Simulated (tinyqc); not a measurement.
Capacitance of parallel on-chip lines from Laplace's equation on a mesh: two steps of the calculation.

Cross-section of an endless row of equal lines between two grounded planes; neighbours are driven in antiphase (+1 V and -1 V), so the plane midway between two lines is at 0 V. By symmetry one quarter is solved: x runs from the centre of a line (column 0, mirror) to that midplane (column 4, 0 V), y from the mid-height of the line (row 0, mirror) to the ground plane (row 3, 0 V). The line fills columns 0 to 1 and rows 0 to 1 at 1 V. Cells beside the line (below row 1) have e2, cells above have e1. Each link between nodes has the conductance g = mean permittivity of the two cells beside it (a cell beyond a mirror counts as 0), and the free nodes obey sum g (V_neighbour - V) = 0.

Values chosen for this exercise: relative permittivity above and below the lines e1 = 3; relative permittivity between the lines e2 = 2.7; over-relaxation factor om = 1.4.

Constants: eps0 = 8.8541878128e-12 F/m. Results are converted to the units shown.

Problem 1. Relaxation sweep. One sweep visits the free nodes row by row from row 0, left to right, and replaces V by V + om (weighted mean of the neighbours - V), using new values at once.

V after sweep 1 (V):
```
           col 0      col 1      col 2      col 3      col 4
row 0  1.0000000  1.0000000  0.3500000  0.1225000  0.0000000
row 1  1.0000000  1.0000000  0.4660526  0.2037368  0.0000000
row 2  0.3500000  0.4725000  0.3284934  0.1862806  0.0000000
row 3  0.0000000  0.0000000  0.0000000  0.0000000  0.0000000
```

gx:
```
       col 0  col 1  col 2  col 3
row 0   1.35   1.35   1.35   1.35
row 1   2.85   2.85   2.85   2.85
row 2      3      3      3      3
row 3    1.5    1.5    1.5    1.5
```

gy:
```
       col 0  col 1  col 2  col 3  col 4
row 0   1.35    2.7    2.7    2.7   1.35
row 1    1.5      3      3      3    1.5
row 2    1.5      3      3      3    1.5
```

Give: V after sweep 2.

Solution 1.

V after sweep 2 (V):
```
       col 0  col 1  col 2  col 3  col 4
row 0  1.000  1.000  0.579  0.296  0.000
row 1  1.000  1.000  0.548  0.277  0.000
row 2  0.541  0.465  0.288  0.123  0.000
row 3  0.000  0.000  0.000  0.000  0.000
```

Problem 2. Capacitance per length. C = 4 eps0 sum g (difference of V)^2 over all links (twice the energy of the four quarters, line at 1 V). Plate estimate without fringing: eps0 [2 e1 w/hd + 2 e2 t/(s/2)], w = 2 hx, t = 2 hx, s/2 = 3 hx, hd = 2 hx.

converged V (V):
```
           col 0      col 1      col 2      col 3      col 4
row 0  1.0000000  1.0000000  0.5672363  0.2510916  0.0000000
row 1  1.0000000  1.0000000  0.5089267  0.2185650  0.0000000
row 2  0.4665389  0.4330778  0.2657722  0.1210843  0.0000000
row 3  0.0000000  0.0000000  0.0000000  0.0000000  0.0000000
```

gx:
```
       col 0  col 1  col 2  col 3
row 0   1.35   1.35   1.35   1.35
row 1   2.85   2.85   2.85   2.85
row 2      3      3      3      3
row 3    1.5    1.5    1.5    1.5
```

gy:
```
       col 0  col 1  col 2  col 3  col 4
row 0   1.35    2.7    2.7    2.7   1.35
row 1    1.5      3      3      3    1.5
row 2    1.5      3      3      3    1.5
```

Wanted: C; plate estimate.

Solution 2.

C = 158.84 aF/um
plate estimate = 85.000 aF/um

Program tinyqc, `OMP_NUM_THREADS=1 python tinyqc.py 2790192 2790193 out.jsonl`; Intel Xeon 2.30GHz, shared host, one thread, about 0.9 s.
